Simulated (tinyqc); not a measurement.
Floating body of a partially depleted SOI transistor: body voltage and kink: one step of the calculation.

Source at 0 V. Channel current Ic = 2 nf K Vt^2 [F(0) - F(Vd)](1 + la Vd), F(V) = ln^2(1 + exp((Vg - VT - nf V)/(2 nf Vt))), VT = VT0 - gb Vb. Saturation voltage Vs = 2 Vt sqrt(F(0)) + 3 Vt, excess Ve = (Vd - Vs + sqrt((Vd - Vs)^2 + 0.0004 V^2))/2, multiplication M1 = Ai Ve exp(-Bl/Ve). Each junction passes D(v) = J1 (exp(v/Vt) - 1) + J2 (exp(v/(2 Vt)) - 1). Bipolar current Ib = bb J1 (exp(Vb/Vt) - 1). The body settles where M1 (Ic + Ib) = D(Vb) + D(Vb - Vd) + Vb/Rb; drain current Id = (1 + M1)(Ic + Ib) - D(Vb - Vd).

Question. Drain current with floating and with grounded body. Id and VT at the converged Vb, Id at Vb = 0, their ratio, and the bipolar share Ib/(Ic + Ib).

Inputs (values chosen for the exercise); values of the order met in partially depleted silicon-on-insulator transistors: temperature T = 398 K; threshold at zero body voltage VT0 = 0.49 V; fall of the threshold per volt of body voltage gb = 0.34; slope factor nf = 1.38; gain factor per width K = 230 uA/(V^2 um); channel-length modulation factor la = 0.08 1/V; impact-ionisation prefactor Ai = 1.21 1/V; impact-ionisation voltage Bl = 6.3 V; diffusion saturation current of each junction J1 = 2.1e-9 uA/um; recombination saturation current of each junction J2 = 5.6e-7 uA/um; gain of the lateral bipolar transistor on the diffusion current bb = 3; resistance of a weak body tie to the source (1e9 stands for no tie, and the term is then dropped) Rb = 5000 kohm um; gate voltage Vg = 1.03 V; drain voltage Vd = 1.6 V.

Constants: q = 1.602176634e-19 C, kB = 1.380649e-23 J/K, Vt = kB T/q. Results are converted to the units shown.

converged Vb = 0.46614114 V

Find: VT; Id, floating; Id, grounded; ratio; bipolar share.

Answer.

VT = 0.33151 V
Id, floating = 45.969 uA/um
Id, grounded = 27.565 uA/um
ratio = 1.6676
bipolar share = 0.010975 %

The body rises to 0.466 V and lowers the threshold by 158 mV.

Range of the model: The multiplication law is an empirical form chosen for the exercise; self-heating and capacitive coupling to the body are left out, and the linear laws are rough once Vb passes about 0.7 V or M1 about 0.1.

Program tinyqc, `OMP_NUM_THREADS=1 python tinyqc.py 2182213 2182214 out.jsonl`; Intel Xeon 2.30GHz, shared host, one thread, about 0.2 s.
